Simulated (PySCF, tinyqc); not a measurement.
RHF in the sto-3g basis, for BeH+, spin multiplicity 1, step by step. The lowest restricted solution is unstable here: a spin-polarised one lies 0.0743 hartree lower (PySCF). One step of it, computed by the program tinyqc.

Task: Iteration 1: building the Fock matrix. J_ij = sum D_kl (ij|kl), K_ij = sum D_kl (ik|jl); F = H + J - 0.5 K; E = tr D H + tr D J / 2 - 0.25 tr D K + E_nn.

D at the start, order 1Be 1s, 1Be 2s, 1Be 2px, 1Be 2py, 1Be 2pz, 2H 1s:
```
[[1.328764, -0.438301, 0.006198, -0.286288, 0.464822, 0.805304],
 [-0.438301, 1.008872, -0.791224, -0.290208, 0.266951, -0.695116],
 [0.006198, -0.791224, 0.720620, 0.349877, -0.381581, 0.395911],
 [-0.286288, -0.290208, 0.349877, 0.232861, -0.287185, 0.017628],
 [0.464822, 0.266951, -0.381581, -0.287185, 0.366967, 0.072866],
 [0.805304, -0.695116, 0.395911, 0.017628, 0.072866, 0.701474]]
```

core Hamiltonian H = T + V (hartree), order 1Be 1s, 1Be 2s, 1Be 2px, 1Be 2py, 1Be 2pz, 2H 1s:
```
[[-8.076195, -1.986517, 0.000000, 0.000000, -0.005045, -0.032122],
 [-1.986517, -2.310971, 0.000000, 0.000000, -0.054295, -0.226018],
 [0.000000, 0.000000, -1.832859, 0.000000, 0.000000, 0.000000],
 [0.000000, 0.000000, 0.000000, -1.832859, 0.000000, 0.000000],
 [-0.005045, -0.054295, 0.000000, 0.000000, -1.862897, -0.310826],
 [-0.032122, -0.226018, 0.000000, 0.000000, -0.310826, -1.302881]]
```

Two-electron integrals (ij|kl) in chemists' order, unique and non-zero (hartree):
```
(11|11) 2.298831   (21|11) 0.392036   (21|21) 0.079539   (22|11) 0.570988
(22|21) 0.143041   (22|22) 0.417683   (31|31) 0.014607   (32|31) 0.021888
(32|32) 0.092265   (33|11) 0.569578   (33|21) 0.143083   (33|22) 0.417589
(33|33) 0.449859   (41|41) 0.014607   (42|41) 0.021888   (42|42) 0.092265
(43|43) 0.024249   (44|11) 0.569578   (44|21) 0.143083   (44|22) 0.417589
(44|33) 0.401360   (44|44) 0.449859   (51|51) 0.014607   (52|51) 0.021888
(52|52) 0.092265   (53|53) 0.024249   (54|54) 0.024249   (55|11) 0.569578
(55|21) 0.143083   (55|22) 0.417589   (55|33) 0.401360   (55|44) 0.401360
(55|55) 0.449859   (61|11) 0.005911   (61|21) 0.001212   (61|22) 0.002241
(61|33) 0.002221   (61|44) 0.002221   (61|51) 0.000139   (61|52) 0.000266
(61|55) 0.002282   (61|61) 0.000020   (62|11) 0.037520   (62|21) 0.009660
(62|22) 0.034080   (62|33) 0.032618   (62|44) 0.032618   (62|51) 0.001172
(62|52) 0.009231   (62|55) 0.036963   (62|61) 0.000170   (62|62) 0.006362
(63|31) 0.000505   (63|32) 0.003011   (63|53) 0.001271   (63|63) 0.000331
(64|41) 0.000505   (64|42) 0.003011   (64|54) 0.001271   (64|64) 0.000331
(65|11) 0.051341   (65|21) 0.013279   (65|22) 0.047975   (65|33) 0.045523
(65|44) 0.045523   (65|51) 0.001788   (65|52) 0.014102   (65|55) 0.052817
(65|61) 0.000237   (65|62) 0.009685   (65|65) 0.014837   (66|11) 0.209073
(66|21) 0.054256   (66|22) 0.208183   (66|33) 0.198629   (66|44) 0.198629
(66|51) 0.005041   (66|52) 0.053255   (66|55) 0.227012   (66|61) 0.000935
(66|62) 0.057274   (66|65) 0.090512   (66|66) 0.774606
```

nuclear repulsion = 0.83631325 hartree

Give: Coulomb J; exchange K; Fock matrix F; total energy of this density.

Result:

Coulomb J (hartree), order 1Be 1s, 1Be 2s, 1Be 2px, 1Be 2py, 1Be 2pz, 2H 1s:
```
[[4.1506, 0.8130, -0.0341, -0.0210, 0.0277, 0.0128],
 [0.8130, 1.7154, -0.1433, -0.0660, 0.0966, 0.1595],
 [-0.0341, -0.1433, 1.7218, 0.0170, -0.0175, -0.0055],
 [-0.0210, -0.0660, 0.0170, 1.6982, -0.0139, -0.0028],
 [0.0277, 0.0966, -0.0175, -0.0139, 1.7197, 0.2295],
 [0.0128, 0.1595, -0.0055, -0.0028, 0.2295, 1.2245]]
```

exchange K (hartree), order 1Be 1s, 1Be 2s, 1Be 2px, 1Be 2py, 1Be 2pz, 2H 1s:
```
[[2.8183, 0.4322, -0.1258, -0.2151, 0.3481, 0.1611],
 [0.4322, 0.4975, -0.3883, -0.1946, 0.1952, -0.0002],
 [-0.1258, -0.3883, 0.4291, 0.1489, -0.1439, 0.0327],
 [-0.2151, -0.1946, 0.1489, 0.2215, -0.1214, -0.0211],
 [0.3481, 0.1952, -0.1439, -0.1214, 0.2829, 0.0866],
 [0.1611, -0.0002, 0.0327, -0.0211, 0.0866, 0.4959]]
```

Fock matrix F (hartree), order 1Be 1s, 1Be 2s, 1Be 2px, 1Be 2py, 1Be 2pz, 2H 1s:
```
[[-5.3348, -1.3896, 0.0289, 0.0865, -0.1514, -0.0999],
 [-1.3896, -0.8444, 0.0508, 0.0313, -0.0553, -0.0665],
 [0.0289, 0.0508, -0.3256, -0.0575, 0.0544, -0.0218],
 [0.0865, 0.0313, -0.0575, -0.2454, 0.0468, 0.0078],
 [-0.1514, -0.0553, 0.0544, 0.0468, -0.2846, -0.1246],
 [-0.0999, -0.0665, -0.0218, 0.0078, -0.1246, -0.3263]]
```

total energy of this density = -10.344134 hartree
